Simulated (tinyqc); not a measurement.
Self-heating of a transistor with one or more fingers, with temperature-dependent conductivity. Changing the pulse length. Computed by tinyqc, a small Python program. Command: `OMP_NUM_THREADS=1 python tinyqc.py 3003270 3003271 out.jsonl selfheat sweep`. One thread of a shared host (Intel(R) Xeon(R) Processor @ 2.30GHz), about 0.1 s of CPU time with the checks.

N long parallel fingers lie on the top face of a slab whose bottom is held at T_0; the top is otherwise insulated, and heat flows in two dimensions. P in W/mm is 1000 P in W/m.

Inputs (values chosen for the exercise, modelled on silicon):
```
quantity                                      value           unit
conductivity at the base temperature kappa_0    144        W/(m K)
power per gate width P                          3.8           W/mm
fingers N                                         6              -
finger pitch s                                   11     micrometre
width of the heat source w                     0.45     micrometre
substrate thickness t                            84     micrometre
heat capacity C                                1.58  1e6 J/(m^3 K)
```

Power: fixed power.

Method:
- A line source of power P on the top face raises the top at distance x by (P/(pi kappa_0)) g(x), g(x) = -ln tanh(pi x/(4 t)) (the image sum for the slab). On a strip of width w the centre sees the mean of g over the strip, g_0 = 1 + ln(8 t/(pi w)) for w much below t.
- theta_i = (P/(pi kappa_0)) [g_0 + sum over j != i of g(|i - j| s)], with equal powers and constant conductivity; thermal resistance = largest theta/P.
- After switching on, theta(tau) = (P D/kappa_0) int_0^tau X(u) Z(u) du at the hottest finger, D = kappa_0/C; X = sum over fingers at distance x of [erf((x + w/2)/r) - erf((x - w/2)/r)]/(2 w), Z = sum_(j=-200..200) (-1)^j exp(-(2 j t/r)^2)/sqrt(pi D u), r = 2 sqrt(D u); trapezoid rule on 300 points evenly spaced in ln u from u_0 = 1e-3 min(tau, w^2/D) to tau, plus the exact piece 2 sqrt(u_0/(pi D))/w below u_0. Conductivity and power are held at their base values here, and Fourier's law is used even where the diffusion length is near a phonon free path.

One run for each value; columns: (1) pulse length (microsecond); (2) linear rise after the pulse (K); (3) share of the steady rise; (4) diffusion length sqrt(D tau) (micrometre):
```
(1)        (2)     (3)        (4)
0.003   18.946  0.1399  5.229e-01
0.01    23.957  0.1770  9.547e-01
0.06    31.472  0.2325  2.338e+00
0.3     39.790  0.2939  5.229e+00
1       51.416  0.3798  9.547e+00
5       78.823  0.5822  2.135e+01
20     110.020  0.8126  4.269e+01
100    134.230  0.9914  9.547e+01
500    135.390  1.0000  2.135e+02
2000   135.390  1.0000  4.269e+02
```

Describe and explain the trends.

Over the rows, linear rise after the pulse (K) rises from 18.9 to 135, flat over part of the range; share of the steady rise rises from 0.140 to 1.00, flat over part of the range; diffusion length sqrt(D tau) (micrometre) rises from 0.523 to 427 (exponent d ln y / d ln x about 0.50 throughout). Short pulses heat only the region within a diffusion length; the rise saturates when that length reaches the thickness, 84 micrometre.

Extremes, crossings and ranges named in words are read from the listed rows.
